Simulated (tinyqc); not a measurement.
A clean chain and dephasing by Buettiker voltage probes: two steps of the calculation.

Sites 1 to 5 form a chain with hopping -t. Lead L joins site 1 and lead R site 5, both semi-infinite chains with hopping -t and site energy 0. Every site carries a probe with self-energy -i Gamma_p/2 that draws no net current. Linear response at zero temperature: mu_L = 1, mu_R = 0 in units of the bias.

Constants: q = 1.602176634e-19 C, h = 6.62607015e-34 J s. Results are converted to the units shown.

Problem 1. Probe potentials and effective transmission. No current into probe p: W mu = T_pL with W_pp = T_pL + T_pR + sum_q T_pq and W_pq = -T_pq. Then T_eff = T_RL + sum_p T_pR mu_p, and the resistance is (h/2q^2)/T_eff.

T_RL = 0.12995136

| probe | T_pL | T_pR |
|---|---|---|
| 1 | 0.32618867 | 0.05402715 |
| 2 | 0.23189200 | 0.10809373 |
| 3 | 0.13679355 | 0.13679355 |
| 4 | 0.10809373 | 0.23189200 |
| 5 | 0.05402715 | 0.32618867 |

T_pq:

|  | 1 | 2 | 3 | 4 | 5 |
|---|---|---|---|---|---|
| 1 | 0.00000000 | 0.09640887 | 0.05687179 | 0.04493986 | 0.02246174 |
| 2 | 0.09640887 | 0.00000000 | 0.11378507 | 0.08991251 | 0.04493986 |
| 3 | 0.05687179 | 0.11378507 | 0.00000000 | 0.11378507 | 0.05687179 |
| 4 | 0.04493986 | 0.08991251 | 0.11378507 | 0.00000000 | 0.09640887 |
| 5 | 0.02246174 | 0.04493986 | 0.05687179 | 0.09640887 | 0.00000000 |

Find: W; mu_p; T_eff; resistance.

Solution 1.

W:

|  | 1 | 2 | 3 | 4 | 5 |
|---|---|---|---|---|---|
| 1 | 0.60090 | -0.09641 | -0.05687 | -0.04494 | -0.02246 |
| 2 | -0.09641 | 0.68503 | -0.11379 | -0.08991 | -0.04494 |
| 3 | -0.05687 | -0.11379 | 0.61490 | -0.11379 | -0.05687 |
| 4 | -0.04494 | -0.08991 | -0.11379 | 0.68503 | -0.09641 |
| 5 | -0.02246 | -0.04494 | -0.05687 | -0.09641 | 0.60090 |

mu_p, probe 1 to 5: [0.72614, 0.59489, 0.50000, 0.40511, 0.27386]
T_eff = 0.48516
resistance = 26.603 kohm

Problem 2. Current at both leads. In units of (2 q^2/h) times the bias, T_RL + sum_p T_pL (1 - mu_p) leaves L and T_RL + sum_p T_pR mu_p enters R.

T_RL = 0.12995136

| probe | T_pL | T_pR | mu_p |
|---|---|---|---|
| 1 | 0.32618867 | 0.05402715 | 0.72613729 |
| 2 | 0.23189200 | 0.10809373 | 0.59489479 |
| 3 | 0.13679355 | 0.13679355 | 0.50000000 |
| 4 | 0.10809373 | 0.23189200 | 0.40510521 |
| 5 | 0.05402715 | 0.32618867 | 0.27386271 |

Give: current leaving L; current entering R.

Solution 2.

current leaving L = 0.4852
current entering R = 0.4852

The two are equal: the probes conserve the current.

Program tinyqc, `OMP_NUM_THREADS=1 python tinyqc.py 2700130 2700131 out.jsonl`; Intel Xeon 2.30GHz, shared host, one thread, about 0.01 s.
